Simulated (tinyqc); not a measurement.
Inside a calculation. Method: empirical pseudopotential in a few plane waves. Computed by tinyqc, a small Python program that keeps every step. Settings: plane-wave index or count = 15. Command: `OMP_NUM_THREADS=1 python tinyqc.py 20340 20341 out.jsonl` (the two numbers bound the seeds that draw the settings). One thread of a shared host (Intel(R) Xeon(R) Processor @ 2.60GHz), about 0.2 s of CPU time with the checks.

## Bloch Hamiltonian at k

Parameters chosen for this model: fcc lattice, atoms at +/- a/8 (1,1,1); form factors in rydberg at |G|^2 in units of (2 pi/a)^2:
```
parameter                 value      unit
a                      5.880000  angstrom
VS(3)                 -0.192000        Ry
VS(8)                  0.054000        Ry
VS(11)                 0.076000        Ry
VA(3)                  0.093000        Ry
VA(4)                  0.030000        Ry
VA(11)                 0.001000        Ry
hbar^2/2m (2 pi/a)^2   4.350388        eV
```

k point k (2 pi / a): 0.540000  0.490000  0.120000

Basis: the 15 shortest G (labels in 2 pi/a), the same at every k. H(G,G') = c |k + G|^2 delta + VS(|G-G'|^2) cos((G-G').tau) + i VA sin((G-G').tau), tau = a/8 (1,1,1); 1 Ry = 13.605693 eV.

H(k) at k (eV), lower triangle (Hermitian):
```
                     +0+0+0               -1-1-1               -1-1+1               -1+1-1
+0+0+0             2.375747
-1-1-1   1.847170-0.894723i             5.421019
-1-1+1  -1.847170-0.894723i   0.000000+0.408171i             7.509205
-1+1-1  -1.847170-0.894723i   0.000000+0.408171i             0.734707            13.947779
-1+1+1  -1.847170+0.894723i            -0.734707   0.000000+0.408171i   0.000000+0.408171i
+1-1-1  -1.847170-0.894723i   0.000000+0.408171i             0.734707             0.734707
+1-1+1  -1.847170+0.894723i            -0.734707   0.000000+0.408171i             0.000000
+1+1-1  -1.847170+0.894723i            -0.734707             0.000000   0.000000+0.408171i
+1+1+1   1.847170+0.894723i             0.000000            -0.734707            -0.734707
-2+0+0   0.000000-0.408171i  -1.847170+0.894723i  -1.847170-0.894723i  -1.847170-0.894723i
+0-2+0   0.000000-0.408171i  -1.847170+0.894723i  -1.847170-0.894723i   0.731172-0.009621i
+0+0-2   0.000000-0.408171i  -1.847170+0.894723i   0.731172-0.009621i  -1.847170-0.894723i
+0+0+2   0.000000+0.408171i  -0.731172-0.009621i   1.847170+0.894723i  -0.731172+0.009621i
+0+2+0   0.000000+0.408171i  -0.731172-0.009621i  -0.731172+0.009621i   1.847170+0.894723i
+2+0+0   0.000000+0.408171i  -0.731172-0.009621i  -0.731172+0.009621i  -0.731172+0.009621i

                     -1+1+1               +1-1-1               +1-1+1               +1+1-1
-1+1+1            16.035966
+1-1-1             0.000000            14.817857
+1-1+1             0.734707   0.000000+0.408171i            16.906043
+1+1-1             0.734707   0.000000+0.408171i             0.734707            23.344618
+1+1+1   0.000000+0.408171i            -0.734707   0.000000+0.408171i   0.000000+0.408171i
-2+0+0   1.847170-0.894723i   0.731172-0.009621i  -0.731172-0.009621i  -0.731172-0.009621i
+0-2+0  -0.731172-0.009621i  -1.847170-0.894723i   1.847170-0.894723i  -0.731172-0.009621i
+0+0-2  -0.731172-0.009621i  -1.847170-0.894723i  -0.731172-0.009621i   1.847170-0.894723i
+0+0+2  -1.847170+0.894723i  -0.731172+0.009621i  -1.847170+0.894723i   0.731172+0.009621i
+0+2+0  -1.847170+0.894723i  -0.731172+0.009621i   0.731172+0.009621i  -1.847170+0.894723i
+2+0+0   0.731172+0.009621i   1.847170+0.894723i  -1.847170+0.894723i  -1.847170+0.894723i

                     +1+1+1     -2+0+0     +0-2+0     +0+0-2
+1+1+1            25.432804
-2+0+0  -0.731172+0.009621i  10.380461
+0-2+0  -0.731172+0.009621i   0.734707  11.250539
+0+0-2  -0.731172+0.009621i   0.734707   0.734707  17.689113
+0+0+2  -1.847170-0.894723i  -0.734707  -0.734707   0.000000
+0+2+0  -1.847170-0.894723i  -0.734707   0.000000  -0.734707
+2+0+0  -1.847170-0.894723i   0.000000  -0.734707  -0.734707

           +0+0+2     +0+2+0     +2+0+0
+0+0+2  21.865486
+0+2+0   0.734707  28.304060
+2+0+0   0.734707   0.734707  29.174138
```

## Levels at k

Diagonalise the Hermitian matrix.

eigenvalues (eV): -0.744705  4.358353  6.309626  7.670245  12.323614  13.759491  14.483509  16.015320  16.798110  19.844140  22.140414  23.359638  26.482207  29.154431  32.500443

## Bands along a path

The same steps at evenly spaced points between the labelled ones.

Bands along the path (eV), lowest eight:
```
k            band 1    band 2    band 3    band 4     band 5     band 6     band 7     band 8
L         -0.576245  3.526656  7.947958  7.947958  11.480549  13.290630  13.290630  17.342690
L-G 0.20  -0.955578  4.027422  7.934056  7.934056  11.509918  13.234909  13.234909  17.451948
L-G 0.40  -1.486279  5.108744  8.060808  8.060808  11.719256  13.301118  13.301118  16.481486
L-G 0.60  -1.947449  6.490567  8.288782  8.288782  12.076401  13.193919  13.193919  15.424898
L-G 0.80  -2.246320  7.899042  8.532283  8.532283  12.470469  12.799922  12.799922  13.819542
G         -2.348853  8.644790  8.644790  8.644790  12.582671  12.582671  12.582671  13.108938
G-X 0.20  -2.211950  7.987846  8.319874  8.319874  12.179648  13.151591  13.151591  13.765894
G-X 0.40  -1.810298  6.671158  7.704243  7.704243  11.458130  13.507530  14.489148  14.489148
G-X 0.60  -1.179631  5.276637  7.177643  7.177643  10.875244  12.357196  16.193706  16.193706
G-X 0.80  -0.427410  4.074371  6.882441  6.882441  10.561476  11.577705  18.111484  18.111484
X          0.106432  3.472418  6.872071  6.872071  10.502669  11.366508  20.207705  20.207705
```

With 4 band(s) filled, the highest filled level on these points lies at G and the lowest empty one at X: a gap of 1.8579 eV, indirect. This holds for the small fixed basis; with all plane waves up to |k + G|^2 = 21 (2 pi/a)^2 the gap along the path is 1.70 eV.

## Convergence with the number of plane waves

Levels at G counted from the fourth one.

Levels (eV):
```
plane waves     level 1   level 5   level 8
9            -13.972380  0.816342  3.660534
15           -10.993643  3.937881  4.464148
27           -10.322423  4.000177  4.751717
51           -10.479333  4.014685  4.769955
59           -10.517607  3.794164  4.744840
65           -10.529099  3.748875  4.734626
89           -10.482970  3.789304  4.715905
```
